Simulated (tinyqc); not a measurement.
What each parameter does: overlap of hydrogenic dopants: pairs, impurity band and the Mott density.

Ry* = Ry m/eps^2, aB = a0 eps/m. For 1s orbitals a distance rho = R/aB apart, in Ry*: overlap S = exp(-rho)(1 + rho + rho^2/3), J = (2/rho)(1 - (1 + rho) exp(-2 rho)) (attraction to the other ion), Kx = 2 (1 + rho) exp(-rho) (exchange of one electron). One electron on a pair has E = -1 - (J +/- Kx)/(1 +/- S), without the repulsion 2/rho of the ions. Hopping after orthogonalisation: t = (Kx - S J)/(1 - S^2), half the splitting. Dopants on a lattice with z neighbours, n = (3 sqrt3/4)/R^3 (bcc), give a band of width B = 2 z t, as on any lattice of two interpenetrating sublattices. Valleys, central cells and disorder are left out.

Constants: Ry = 13.60569312 eV; a0 (Bohr radius) = 0.5291772105 angstrom.

Inputs chosen for the exercise (an isotropic mass and dielectric constant of the size used for donors in SiC; the results hold for these values, not for the real material):
- m = 0.405 m0 (mass)
- eps = 9.8 (dielectric constant)
- rho = 2.3 aB (distance of a pair)
- N = 0.0057 1/aB^3 (dopant density)
- z = 8 (neighbours in the dopant lattice)

At fixed N in units of 1/aB^3 and fixed rho: Ry*, 2t of the pair, B of the lattice and the density in 1e18/cm^3 (1/angstrom^3 = 1e24/cm^3).

Results for these values:
```
case  Ry* (meV)  2t (meV)  B (meV)  density (1e18/cm^3)
base     57.375   36.3160   15.993                2.715
```

What happens to each result for rho = 2.8 aB, all else kept?

Answer: Ry* does not change at the printed digits; 2t falls from 36.3160 to 25.3755; B does not change at the printed digits; density does not change at the printed digits.

The same for each parameter in turn:
```
case                Ry* (meV)  2t (meV)  B (meV)  density (1e18/cm^3)
base                   57.375   36.3160   15.993                2.715
m = 0.4455 m0          63.113   39.9476   17.593                3.614
eps = 10.78            47.417   30.0132   13.218                2.040
rho = 2.8 aB           57.375   25.3755   15.993                2.715
N = 0.00855 1/aB^3     57.375   36.3160   29.969                4.072
```

Program tinyqc; command `OMP_NUM_THREADS=1 python tinyqc.py 1480917 1480918 out.jsonl`; about 0.01 s on one thread of a shared Intel(R) Xeon(R) Processor @ 2.30GHz.
